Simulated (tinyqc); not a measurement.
Inputs raised by 10 %, one at a time: thermal, flicker and telegraph noise of a field-effect transistor. Computed by tinyqc, a small Python program. Command: `OMP_NUM_THREADS=1 python tinyqc.py 3010046 3010047 out.jsonl noise sens`. One thread of a shared host (Intel(R) Xeon(R) Processor @ 2.30GHz), about 0.01 s of CPU time with the checks.

Strong inversion, threshold roll-off and channel-length modulation left out; noise sources are uncorrelated and are given as one-sided spectral densities.

Inputs (values chosen for the exercise, modelled on a high-k silicon transistor):

| quantity | value | unit |
|---|---|---|
| width W | 17 | micrometre |
| length L | 2800 | nm |
| electrical oxide thickness t | 1.5 | nm |
| mobility mu | 100 | cm^2/(V s) |
| saturation velocity v_s | 1.1 | 1e7 cm/s |
| overdrive V_ov | 0.56 | V |
| thermal noise factor gamma | 1.2 | - |
| oxide trap density N_t | 7.1e+17 | 1/(eV cm^3) |
| oxide barrier phi | 2.5 | eV |
| oxide mass m_ox | 0.45 | m_0 |
| Coulomb scattering coefficient alpha_sc | 15000 | V s/C |
| frequency f | 500 | Hz |
| temperature T | 300 | K |

Operating region: saturation. Flicker model: number with correlated mobility.

Constants: eps_0 = 8.8541878128e-12 F/m; hbar = 1.054571817e-34 J s; m_0 = 9.1093837015e-31 kg; e = 1.602176634e-19 C; k_B = 8.617333262e-05 eV/K; k_B = 1.380649e-23 J/K.

Method:
- C_ox = 3.9 eps_0/t; V_c = 2 v_s L/mu; I = W C_ox v_s V_ov^2/(V_ov + V_c); g_m = W C_ox v_s V_ov (V_ov + 2 V_c)/(V_ov + V_c)^2; g_d0 = mu C_ox (W/L) V_ov.
- Tunnelling length lambda = hbar/(2 sqrt(2 m_ox phi)); flat-band noise S_Vfb = e^2 k_B T lambda N_t/(W L C_ox^2 f). S_I = g_m^2 S_Vfb (1 + alpha_sc mu C_ox I/g_m)^2.
- Thermal: S_I = 4 k_B T gamma g_d0; input-referred S_V = S_I/g_m^2; corner f_c where flicker equals thermal.
- Total input noise from 1 Hz to f_c: sqrt(S_V,thermal [f_c ln(f_c/1 Hz) + f_c - 1 Hz]).

Runs:

| input moved | from | to | input-referred thermal noise (nV/sqrt(Hz)) | flicker S_I/I^2 (1/Hz) | input noise up to f_c (microvolt) | g_m (microsiemens) |
|---|---|---|---|---|---|---|
| base run | - | - | 5.1087 | 1.6883e-13 | 9.478 | 772.16 |
| width W (micrometre) | 17 | 18.7 | 4.8710 | 1.5348e-13 | 9.037 | 849.38 |
| length L (nm) | 2800 | 3080 | 5.3515 | 1.5355e-13 | 8.972 | 702.83 |
| electrical oxide thickness t (nm) | 1.5 | 1.65 | 5.3581 | 1.8640e-13 | 9.961 | 701.97 |
| overdrive V_ov (V) | 0.56 | 0.616 | 4.8776 | 1.5355e-13 | 10.017 | 848.24 |
| oxide trap density N_t (1/(eV cm^3)) | 7.1e+17 | 7.81e+17 | 5.1087 | 1.8572e-13 | 9.976 | 772.16 |
| Coulomb scattering coefficient alpha_sc (V s/C) | 15000 | 16500 | 5.1087 | 1.8588e-13 | 9.981 | 772.16 |
| temperature T (K) | 300 | 330 | 5.3581 | 1.8572e-13 | 9.941 | 772.16 |

Exponents ln(y'/y) / ln(x'/x):

| input | input-referred thermal noise | flicker S_I/I^2 | input noise up to f_c | g_m |
|---|---|---|---|---|
| width W | -0.500 | -1.000 | -0.500 | 1.000 |
| length L | 0.487 | -0.996 | -0.576 | -0.987 |
| electrical oxide thickness t | 0.500 | 1.038 | 0.521 | -1.000 |
| overdrive V_ov | -0.486 | -0.995 | 0.580 | 0.986 |
| oxide trap density N_t | 0.000 | 1.000 | 0.537 | 0.000 |
| Coulomb scattering coefficient alpha_sc | 0.000 | 1.009 | 0.542 | 0.000 |
| temperature T | 0.500 | 1.000 | 0.500 | 0.000 |

To which inputs is each result most sensitive?

Among the inputs moved here: input-referred thermal noise answers most in size to width W (exponent -0.500), and about equally to electrical oxide thickness t (+0.500), temperature T (+0.500); its exponent is below 0.0005 for oxide trap density N_t, Coulomb scattering coefficient alpha_sc. Its exponent -0.500 in width W: parallel devices average. Flicker S_I/I^2 answers most in size to electrical oxide thickness t (exponent +1.038), next to Coulomb scattering coefficient alpha_sc (+1.009). Its exponent -0.996 in length L: area averaging. Its exponent +1.000 in oxide trap density N_t: independent traps. Input noise up to f_c answers most in size to overdrive V_ov (exponent +0.580), and about equally to length L (-0.576). g_m answers most in size to width W (exponent +1.000), and about equally to electrical oxide thickness t (-1.000), length L (-0.987), overdrive V_ov (+0.986); its exponent is below 0.0005 for oxide trap density N_t, Coulomb scattering coefficient alpha_sc, temperature T.
